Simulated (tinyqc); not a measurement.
Worked calculation: inversion layer as a triangular well, valleys of the Si type. Values are carried at full precision from step to step, so a last printed digit may differ when a step is redone from the rounded ones.

Six ellipsoidal valleys with their long axes along the cube axes, mass ml along the axis and mt across it. For a valley whose axis makes the angle theta with the surface normal, 1/m_z = cos^2(theta)/ml + sin^2(theta)/mt sets the confinement; in the plane the masses are m_1 = mt and m_2 = ml mt/m_z, and m_d = sqrt(m_1 m_2).

Constants: e^2/(4 pi eps0) = 14.39964547 eV angstrom; hbar^2/2m0 = 3.80998211 eV angstrom^2; kB = 8.617333262e-05 eV/K.

Inputs chosen for the exercise (near those of Si; shifted at random, so the results belong to these values and not to a real crystal): ml = 0.931 m0 (longitudinal mass); mt = 0.191 m0 (transverse mass); face = 100 (surface); eps = 11.7 (dielectric constant); Ns = 6 x 1e12/cm^2 (electron sheet density); Nd = 0.4 x 1e12/cm^2 (depletion charge); eta = 0.5 (share of Ns in the effective field); T = 300 K (temperature); tox = 14 angstrom (SiO2-equivalent oxide thickness).

## Valley masses on the (100) face

Group the valleys by their angle to the normal, heaviest m_z first.

Valleys (masses in m0):
```
valleys g  cos^2(theta)     m_z     m_1     m_2     m_d
2                1.0000  0.9310  0.1910  0.1910  0.1910
4                0.0000  0.1910  0.1910  0.9310  0.4217
```

The 2 valleys with the heaviest m_z will give the lowest ladder of subbands.

## Effective field

The field is taken as constant, e F = 4 pi (e^2/4 pi eps0)(Nd + eta Ns)/eps, with 1e12/cm^2 = 1e-4/angstrom^2, and the oxide as a hard wall at z = 0; c = hbar^2/2m0.

Find e F, and F in MV/cm (1 MV/cm = 0.01 V/angstrom).

e F = 0.00525841 eV/angstrom
F = 0.5258 MV/cm

## Subband ladders

Level j of a valley lies at E_j = a_j (c (e F)^2/m_z)^(1/3) above the band edge at the surface, with the Airy zeros a_j = 2.338107, 4.087949, 5.520560, 6.786708, 7.944134, 9.022651, 10.040174, 11.008524, 11.936016, 12.828777, and has <z> = 2 E_j/(3 e F).

The ten lowest levels of all groups of valleys together, j = 0, 1, ..., c = hbar^2/2m0; primes mark the groups with lighter m_z.

Subbands:
```
label  valleys g  m_d (m0)  E (eV)  <z> (angstrom)
0              2    0.1910  0.1131           14.34
0'             4    0.4217  0.1917           24.31
1              2    0.1910  0.1977           25.07
2              2    0.1910  0.2670           33.85
3              2    0.1910  0.3283           41.62
1'             4    0.4217  0.3353           42.50
4              2    0.1910  0.3842           48.71
5              2    0.1910  0.4364           55.33
2'             4    0.4217  0.4527           57.40
6              2    0.1910  0.4856           61.57
```

The second subband is 0', 78.7 meV above the first.

## Fermi level and populations

Subband i holds n_i = g m_d/(2 pi c) kB T ln(1 + exp((EF - E_i)/kB T)) (spin included), and EF is fixed by sum n_i = Ns over the levels listed or, where none are listed, over j = 0 to 9 of each group; 1e12/cm^2 = 1e-4/angstrom^2.

Solve for EF; c = hbar^2/2m0. The mean distance is sum n_i <z>_i/Ns.

EF = 0.1280 eV

Populations:
```
label  (EF - E)/kB T  n (1e12/cm^2)  share (%)
0               0.58          4.219       70.3
0'             -2.47          1.485       24.8
1              -2.70          0.269        4.5
2              -5.38          0.019        0.3
3              -7.75          0.002        0.0
1'             -8.02          0.006        0.1
4              -9.91          0.000        0.0
5             -11.93          0.000        0.0
2'            -12.56          0.000        0.0
6             -13.83          0.000        0.0
```

mean distance from the surface = 17.39 angstrom

The lowest subband holds 70.3 % of the electrons and is partly degenerate (EF within a few kB T of its edge).

## Effect on the gate capacitance

The charge sits at the mean distance <z> from the surface, which adds (3.9/eps) <z> to the oxide thickness; C/Cox = tox/(tox + 3.9 <z>/eps). The density-of-states term is left out.

added thickness = 5.80 angstrom
C/Cox = 0.707

## Checks

- Lowest level by finite differences against the Airy formula, eV: both 0.1131.

(tinyqc, `OMP_NUM_THREADS=1 python tinyqc.py 1281692 1281693 out.jsonl`, Intel(R) Xeon(R) Processor @ 2.30GHz, 1 thread, shared host, about 0.05 s.)
